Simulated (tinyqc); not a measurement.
# MOS structure on a p-type body with a doping step (retrograde), non-linear Poisson equation by Newton steps: two studies

One dimension, insulator interface at x = 0, acceptor density N1 for x < x1 and Na beyond, net doping C = -(acceptor density). psi is counted from the intrinsic level: n = ni exp((psi - Vb)/Vt), p = ni exp(-psi/Vt); deep in the body psi_b = -Vt ln(Na/ni). The gate acts through Cox = eps0 eox/tox and has the potential psi_G = Vg - (phiM - chi - Vt ln(Nc/ni)). Boltzmann statistics, full ionisation, classical densities, no oxide or interface charge.

Parameters, values chosen for the exercise; band and dielectric values close to those of silicon:
- T = 250 K (temperature)
- Eg = 1.1 eV (band gap)
- eps_r = 11.5 (relative permittivity)
- Nc = 2.17e19 cm^-3 (conduction-band density of states at T)
- Nv = 2.01e19 cm^-3 (valence-band density of states at T)
- chi = 4.03 eV (electron affinity)
- Na = 7.7e16 cm^-3 (acceptor density deep in the body)
- eox = 3.9 (relative permittivity of the gate insulator (close to silicon dioxide))
- tox = 3.4 nm (insulator thickness)
- phiM = 4.13 eV (gate work function)
- Vb = 0 V (electron quasi-Fermi potential against the body)
- x1 = 86 nm (depth of the doping step)
- N1 = 3.8e15 cm^-3 (acceptor density above the step)

Constants: q = 1.602176634e-19 C, kB = 1.380649e-23 J/K, Vt = kB T/q, eps0 = 8.8541878128e-14 F/cm where lengths are in cm. Results are converted to the units shown.

Each table varies one quantity; the others keep the values above.

## Charge and capacitance against gate voltage

ni = sqrt(Nc Nv) exp(-Eg/(2 Vt)), Eg in volts. The Poisson equation d/dx(eps0 eps_r dpsi/dx) = -q (p - n + C), with eps0 eps_r dpsi/dx = -Cox (psi_G - psi_0) at x = 0, is solved on a mesh of about 600 nodes or more. N_inv is the integral of n less its value deep in the body. C_LF = Cox (1 - dpsi_0/dVg) with all carriers following; C_HF is the same with the electron quasi-Fermi level shifting uniformly so that N_inv stays fixed. The centroid is that of the same excess.

Results:

| Vg (V) | psi_0 - psi_b (V) | N_inv (cm^-2) | C_LF/Cox | C_HF/Cox | centroid (nm) |
|---|---|---|---|---|---|
| -0.2 | 0.621 | 4.69e5 | 0.0715 | 0.0715 | 3.70 |
| -0.05 | 0.761 | 2.59e8 | 0.0690 | 0.0674 | 3.14 |
| 0.23 | 0.940 | 5.72e11 | 0.756 | 0.0643 | 2.14 |
| 0.37 | 0.965 | 1.29e12 | 0.859 | 0.0645 | 1.73 |
| 0.51 | 0.982 | 2.07e12 | 0.901 | 0.0646 | 1.46 |
| 0.65 | 0.994 | 2.88e12 | 0.924 | 0.0647 | 1.27 |

Estimate the missing row, Vg = 0.09 V.

Computed row:

| Vg (V) | psi_0 - psi_b (V) | N_inv (cm^-2) | C_LF/Cox | C_HF/Cox | centroid (nm) |
|---|---|---|---|---|---|
| 0.09 | 0.883 | 6.21e10 | 0.326 | 0.0646 | 2.71 |

With this row back in the table: N_inv goes from 4.69e5 to 2.88e12 cm^-2 and passes 2e11 cm^-2 at Vg = 0.142 V. Below threshold it takes 54.7 mV a decade between Vg = -0.2 and -0.05 V, against Vt ln 10 = 49.6 mV. C_LF/Cox is lowest, 0.0690, at Vg = -0.05 V among the rows listed and ends at 0.924, while C_HF/Cox ends at 0.0647. Between the last two rows q dN_inv/dVg is 0.912 Cox. Where the classical centroid is under about 2 nm, confinement would move the charge away from the interface and raise the threshold. Above about 2e12 cm^-2 degeneracy matters too.

## Effect of the electron quasi-Fermi potential against the body on threshold, swing and body effect

VT is the Vg at which N_inv = 2e11 cm^-2. m = 1/(dpsi_0/dVg) at N_inv = 1e8 cm^-2; the swing is the Vg between N_inv = 1e8 and 1e9 cm^-2; body coefficient [VT(Vb + 0.05 V) - VT(Vb)]/0.05 V - 1.

Effect of the electron quasi-Fermi potential against the body on threshold, swing and body effect:

| Vb (V) | VT (V) | psi_0 - psi_b at VT (V) | m - 1 | swing (mV/decade) | body coefficient |
|---|---|---|---|---|---|
| 0 | 0.142 | 0.911 | 0.0736 | 54.6 | 0.0845 |
| 0.3 | 0.465 | 1.22 | 0.0655 | 53.8 | 0.0734 |
| 0.6 | 0.786 | 1.52 | 0.0596 | 53.3 | 0.0658 |
| 0.9 | 1.11 | 1.82 | 0.0551 | 52.9 | 0.0601 |
| 1.2 | 1.42 | 2.12 | 0.0515 | 52.7 | 0.0557 |
| 1.5 | 1.74 | 2.42 | 0.0485 | 52.5 | 0.0521 |
| 1.8 | 2.05 | 2.73 | 0.0460 | 52.3 | 0.0491 |

What does the table show?

As Vb goes from 0 to 1.8, VT rises from 0.142 to 2.05 V, the swing falls from 54.6 to 52.3 mV/decade and the body coefficient falls from 0.0845 to 0.0491. The swing stays within 2.5 % of m Vt ln 10, and the body coefficient within 0.011 of m - 1.

Program tinyqc, `OMP_NUM_THREADS=1 python tinyqc.py 2080128 2080129 out.jsonl`; Intel Xeon 2.30GHz, shared host, one thread, about 0.5 s.
